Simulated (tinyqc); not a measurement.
Local against global planarity over time: chemical-mechanical planarisation: Preston law, pattern density and step-height reduction. Computed by tinyqc, a small Python program. Command: `OMP_NUM_THREADS=1 python tinyqc.py 3007511 3007512 out.jsonl cmp walk`. One thread of a shared host (Intel(R) Xeon(R) Processor @ 2.30GHz), about 0.01 s of CPU time with the checks.

A row of 10 cells, repeated periodically, holds raised features that cover a share rho of each cell.

Inputs (values chosen for the exercise, close to those used for oxide polishing):
```
quantity                          value  unit
Preston coefficient K           9.3e-14  1/Pa
pressure P                           30   kPa
platen and carrier speed             80   rpm
distance between the centres         15    cm
initial step height h0              760    nm
contact height h_c                   69    nm
film above the raised areas z0     1200    nm
cell size                           2.2    mm
planarisation length                6.5    mm
```

local pattern densities, cell by cell: 0.2  0.2  0.3  0.2  0.8  0.8  0.6  0.1  0.1  0.8

Method:
- With equal rotation speeds the relative speed is uniform, v = omega r_c; Preston rate R0 = K P v.
- The stiff pad averages the density: rho_eff(i) = sum_j w_ij rho_j / sum_j w_ij, w = exp(-2 d^2/L^2), L the planarisation length and d the distance between cell centres, summed over all periodic images of cell j.
- While h > h_c only raised areas polish, at R0/rho_eff, until t_c = rho_eff (h0 - h_c)/R0. After that h = h_c exp(-(t - t_c)/tau), tau = rho_eff h_c/R0; low areas polish at R0 (1 - h/h_c) and raised areas at R0 [1 + (1 - rho_eff) h/(rho_eff h_c)]. Removed from raised areas after t_c: h0 - h_c + R0 (t - t_c) + (1 - rho_eff)(h_c - h); from low areas: R0 (t - t_c) - rho_eff (h_c - h). Film left = z0 less the removal from raised areas.
- Times are multiples of h0/R0; the range is the largest minus the smallest removal from raised areas.

effective densities: 0.333453  0.307648  0.334951  0.432188  0.541809  0.570176  0.490712  0.387815  0.349073  0.352175

blanket rate R0 = 3.50602 nm/s

Steps and range (nm):
```
multiple   t (s)  largest step  smallest step  range across the row  mean removal from raised areas
0.10       21.68        626.71         512.96                113.74                           193.6
0.20       43.35        493.42         265.93                227.49                           387.1
0.30       65.03        360.12          33.38                331.20                           579.7
0.45       97.55        160.19           0.16                268.27                           773.0
0.60      130.06         14.27           0.00                205.65                           903.3
0.80      173.42          0.30           0.00                199.65                          1056.4
1.00      216.77          0.01           0.00                199.52                          1208.4
1.30      281.80          0.00           0.00                199.52                          1436.4
1.70      368.51          0.00           0.00                199.52                          1740.4
```

What follows from these numbers?

Local steps shrink to 0.01 nm or less, but the range across the row reaches up to 331.2 nm among these rows and ends at 199.5 nm, against the limit (largest - smallest rho_eff) h0 = 199.5 nm: once flat, all cells polish alike and the difference stays. Evener density (dummy fill), a longer planarisation length or a smaller initial step reduces it. Caution: in the last rows the removal passes z0 somewhere, so they describe a thicker film than the one given.

Extremes, crossings and ranges named in words are read from the listed rows.
